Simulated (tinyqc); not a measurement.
Holstein polaron on two sites: one step, computed by the program tinyqc.

One electron on sites 1 and 2: H = -t (c1+ c2 + c2+ c1) + hbar omega sum_i b_i+ b_i - g hbar omega sum_i n_i (b_i + b_i+). The symmetric phonon shifts the energy by -g^2 hbar omega/2 and drops out; with b = (b_1 - b_2)/sqrt(2) there remains H = -t sigma_x + hbar omega b+ b - (g hbar omega/sqrt(2)) sigma_z (b + b+). Parity splits it into blocks p = +1 and -1 over phonon numbers n. Zero-point energies are left out. Weights Z refer to mode b alone; the displaced symmetric mode multiplies the full zero-phonon weight by exp(-g^2/2).

Problem. Levels in the small basis. Diagonalise H; the eigenvector has its largest component positive; Z is the weight of n = 0.

H, even block (meV):
```
          1         2         3         4
1  -15.0546  -23.3091    0.0000    0.0000
2  -23.3091  140.9454  -32.9640    0.0000
3    0.0000  -32.9640  252.9454  -40.3725
4    0.0000    0.0000  -40.3725  408.9454
```

Give: levels; lowest eigenvector; Z in the small basis.

Solution.

levels (meV): -18.5  134.9  252.5  419.0

lowest eigenvector: 0.9888  0.1483  0.0183  0.0017

Z in the small basis = 0.9777
